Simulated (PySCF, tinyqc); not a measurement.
Worked calculation: CISD on RHF in the 6-311g basis, for H2, spin multiplicity 1. The lowest restricted solution is unstable here: a spin-polarised one lies 0.0002 hartree lower (PySCF). One step of it, computed by the program tinyqc.

Task: Orthogonalisation. S = U s U^T; canonical form X = U s^(-1/2), so that X^T S X = 1. Each column of U has its largest component positive (the first on a tie).

overlap S:
```
          1H 1s     1H 2s     1H 3s     2H 1s     2H 2s     2H 3s
1H 1s  1.000000  0.706377  0.373664  0.036923  0.183183  0.227741
1H 2s  0.706377  1.000000  0.788963  0.183183  0.427243  0.524789
1H 3s  0.373664  0.788963  1.000000  0.227741  0.524789  0.764800
2H 1s  0.036923  0.183183  0.227741  1.000000  0.706377  0.373664
2H 2s  0.183183  0.427243  0.524789  0.706377  1.000000  0.788963
2H 3s  0.227741  0.524789  0.764800  0.373664  0.788963  1.000000
```

Give: eigenvalues of S; X.

Result:

eigenvalues of S: 0.0588  0.1305  0.3218  0.7134  1.3905  3.3851

X:
```
             1        2        3        4        5       6
1H 1s   0.7127  -0.8915  -0.7113   0.6625   0.4702  0.1567
1H 2s  -1.8329   1.5039   0.6516   0.0986   0.3455  0.2418
1H 3s   2.1547  -0.8809   0.7896  -0.5022   0.1384  0.2543
2H 1s  -0.7127  -0.8915   0.7113   0.6625  -0.4702  0.1567
2H 2s   1.8329   1.5039  -0.6516   0.0986  -0.3455  0.2418
2H 3s  -2.1547  -0.8809  -0.7896  -0.5022  -0.1384  0.2543
```
